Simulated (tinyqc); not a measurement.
Metal-interlayer-semiconductor contact, depinning against tunnelling resistance: two steps of the calculation.

Zero bias, n-type semiconductor. Gap states at the semiconductor surface thin out as exp(-be ti), which unpins the barrier; electrons must then cross the interlayer (a rectangular barrier, no voltage drop across it) and the parabolic depleted layer, both by WKB. Energies E are counted from the Fermi level; no image force, parabolic bands.

Inputs (values chosen for the exercise); semiconductor values close to those of gallium arsenide; interlayer mass of the order of that in lanthanum oxide, offset chosen freely: temperature T = 300 K; band gap Eg = 1.39 eV; relative permittivity eps_r = 12.6; electron affinity chi = 4.05 eV; conduction-band density of states at T Nc = 4.4e17 cm^-3; tunnelling mass in the semiconductor mt = 0.0664 m0; Richardson mass mA = 0.0687 m0; donor density Nd = 2.7e18 cm^-3; charge-neutrality level above the valence band E0 = 0.49 eV; pinning factor without interlayer S0 = 0.1; metal work function phiM = 4.49 eV; interlayer thickness ti = 0.3 nm; conduction-band offset of the interlayer above the semiconductor dE = 2.03 eV; tunnelling mass in the interlayer mi = 0.3 m0; decay constant of gap states through the interlayer be = 6 1/nm.

Constants: q = 1.602176634e-19 C, kB = 1.380649e-23 J/K, eps0 = 8.8541878128e-12 F/m, hbar = 1.054571817e-34 J s, h = 6.62607015e-34 J s, m0 = 9.1093837015e-31 kg, Vt = kB T/q, hbar^2/(2 m0) = 0.0380998212 eV nm^2. Results are converted to the units shown.

Task 1. Pinning, barrier and scales. S = 1/(1 + (1/S0 - 1) exp(-be ti)); phiB = S (phiM - chi) + (1 - S)(Eg - E0); xi = Ec - EF deep inside, from Nd = Nc F(-xi/Vt), F(x) = (2/sqrt(pi)) int_0^infinity sqrt(u) du/(1 + exp(u - x)); band bending U = phiB - xi; E00 = (hbar/2) sqrt(Nd/(eps0 eps_r mt m0)) in volts; A = 4 pi q mA m0 kB^2/h^3.

Find: S; phiB; xi; U; E00; A.

Result 1.

S = 0.4020
phiB = 0.7151 eV
xi = -0.09892 eV
U = 0.8140 eV
E00 = 0.03335 eV
A = 8.256 A/(cm^2 K^2)

Task 2. Exponents and integrand on an energy grid. With U = phiB - xi: for xi < E < phiB, y = (E - xi)/U and G1 = (U/E00) [sqrt(1 - y) - y ln((1 + sqrt(1 - y))/sqrt(y))], G1 = 0 above phiB; G2 = 2 ti sqrt(mi max(phiB + dE - E, 0)/C), C = hbar^2/(2 m0); f = 1/(1 + exp(E/Vt)); integrand exp(-G1 - G2) f.

E, point 0 to 13 (eV): -0.09  -0.04077  0.00846  0.05769  0.10692  0.15615  0.20538  0.25462  0.30385  0.35308  0.40231  0.45154  0.50077  0.55
phiB = 0.71508950 eV
xi = -0.098915120 eV
E00 = 0.033353382 eV

Give: G1; G2; f; integrand.

Result 2.

```
point     G1     G2          f  integrand (1e-9)
0      23.48  2.835     0.9702             0.004
1      20.04  2.810     0.8288             0.099
2      17.36  2.785     0.4189             0.748
3      15.05  2.760    0.09695             1.781
4      13.01  2.735    0.01574             2.289
5      11.17  2.709   0.002376             2.228
6       9.51  2.683   3.545e-4             1.804
7       7.99  2.657   5.279e-5             1.253
8       6.61  2.631   7.862e-6             0.759
9       5.36  2.604   1.171e-6             0.405
10      4.24  2.577   1.744e-7             0.192
11      3.22  2.550   2.597e-8             0.081
12      2.33  2.522   3.868e-9             0.030
13      1.55  2.494  5.760e-10             0.010
```

Computed by the program tinyqc: `OMP_NUM_THREADS=1 python tinyqc.py 2270149 2270150 out.jsonl`, one thread of a shared Intel Xeon 2.30GHz, about 0.03 s for the whole run.
